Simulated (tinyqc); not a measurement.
The weight eta from points of equal mobility.

Inverse problem. If the mobility depends on E = q (Ndep + eta Ns)/(eps0 eps_r) alone, two points of equal mobility on its falling branch have equal E. Find eta and E.

Parameters, values chosen for the exercise:
```
symbol,value,unit,meaning
eps_r,11.6,,relative permittivity of the semiconductor
```

Constants: q = 1.602176634e-19 C, eps0 = 8.8541878128e-14 F/cm where lengths are in cm. Results are converted to the units shown.

Ndep at two body biases (cm^-2): [1.5579831e12, 2.5803652e12]
Ns at which the mobility is the same (cm^-2): [1.1e13, 8.3095209e12]

Solution. eta is the ratio of the differences of Ndep and Ns.

eta = 0.3800
E = 0.8951 MV/cm

Numbers from tinyqc (`OMP_NUM_THREADS=1 python tinyqc.py 2510172 2510173 out.jsonl`; about 0.01 s on one thread of a shared Intel Xeon 2.30GHz).
